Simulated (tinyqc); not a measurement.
Small-signal admittance of a forward-biased p+-n diode: one step of the calculation.

Holes injected into a neutral base of width wb with an ohmic contact at its end; low injection, p0 far above the equilibrium density. A small voltage v exp(i w t), w = 2 pi f, modulates the edge density by p0 v/Vt, and the small-signal density obeys Dp d2p/dx2 = (1/tau + i w) p.

Task. Closed-form admittance. L = sqrt(Dp tau); direct current J = (q Dp p0/L) coth(wb/L); k = sqrt(1 + i w tau)/L; diffusion admittance Y = (q Dp p0/Vt) k coth(k wb) = G + i w C_diff; junction capacitance C_j = sqrt(q eps0 eps_r Nd/(2 Vr)) in the depletion approximation, with the remaining barrier Vr = Vt ln(Na/p0), a rough value under forward bias; base-width modulation is left out.

Values chosen for this exercise; permittivity close to that of 4H silicon carbide: temperature T = 275 K; relative permittivity eps_r = 9.7; donor density of the base Nd = 2.7e15 cm^-3; hole diffusion coefficient Dp = 1.9 cm^2/s; hole lifetime tau = 3e-9 s; width of the neutral base wb = 0.13 um; excess hole density at the junction edge p0 = 1.6e12 cm^-3; acceptor density of the p+ side Na = 3e19 cm^-3; signal frequency f = 9.7e9 Hz.

Constants: q = 1.602176634e-19 C, kB = 1.380649e-23 J/K, Vt = kB T/q, eps0 = 8.8541878128e-14 F/cm where lengths are in cm. Results are converted to the units shown.

Wanted: L; J; k wb; Y; C_diff; C_j.

Result.

L = 0.75498 um
J = 0.037836 A/cm^2
k wb = 1.6509+1.6419i
Y = 2.4012+2.4385i S/cm^2
C_diff = 4.0010e-5 uF/cm^2
C_j = 0.021635 uF/cm^2

G is 1.50 times its low-frequency value J/Vt, and C_diff is 0.00185 times C_j.

Program tinyqc, `OMP_NUM_THREADS=1 python tinyqc.py 2890140 2890141 out.jsonl`; Intel Xeon 2.30GHz, shared host, one thread, about 0.01 s.
